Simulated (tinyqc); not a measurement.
Worked calculation: CIS on RHF in the 6-311g basis, for H2, spin multiplicity 1. One step of it, computed by the program tinyqc.

Task: CIS singlet states. Diagonalise A (1 hartree = 27.211386 eV); each vector has its largest component positive (the first on a tie). The transition dipole is mu = sqrt2 sum c_ia <i|r|a>.

CIS matrix A, singlet (hartree):
```
,1>2,1>3,1>4,1>5,1>6
1>2,0.543919,0.000000,0.019600,0.000000,-0.033456
1>3,0.000000,0.666900,0.000000,-0.007062,0.000000
1>4,0.019600,0.000000,1.012187,0.000000,-0.011737
1>5,0.000000,-0.007062,0.000000,2.449331,0.000000
1>6,-0.033456,0.000000,-0.011737,0.000000,3.020024
```

dipole integrals <i|r|a> (bohr):
```
,x,y,z
1>2,0.000000,0.000000,-0.821777
1>3,0.000000,0.000000,0.000000
1>4,0.000000,0.000000,0.522088
1>5,0.000000,0.000000,0.000000
1>6,0.000000,0.000000,0.044120
```

Give: singlet excitation energies; lowest vectors; oscillator strengths 2/3 w |mu|^2.

Result:

singlet excitation energies (eV): 14.7666  18.1465  27.5630  66.6505  82.1933

lowest vectors:
```
,state 1,state 2,state 3,state 4,state 5
1>2,0.9991,0.0000,0.0413,0.0000,-0.0136
1>3,0.0000,1.0000,0.0000,-0.0040,0.0000
1>4,-0.0414,0.0000,0.9991,0.0000,-0.0060
1>5,0.0000,0.0040,0.0000,1.0000,0.0000
1>6,0.0133,0.0000,0.0065,0.0000,0.9999
```

oscillator strengths 2/3 w |mu|^2: 0.5130  0.0000  0.3216  0.0000  0.0109
